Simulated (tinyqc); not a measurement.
# Stability and critical current from long pulses

Problem. For long pulses a magnetic tunnel junction switches at I = Ic0 [1 - ln(tp/t0)/Delta]. Find Ic0 and Delta.

Values chosen for this exercise:
- t0 = 1 ns (attempt time)

switching current for pulses of 0.0001 and 0.01 s (uA): [34.286934, 32.322251]

Answer. I is linear in ln tp: it equals Ic0 at tp = t0, and the slope is -Ic0/Delta.

Ic0 = 39.20 uA
Delta = 91.88

Program tinyqc, `OMP_NUM_THREADS=1 python tinyqc.py 2450019 2450020 out.jsonl`; Intel Xeon 2.30GHz, shared host, one thread, about 0.01 s.
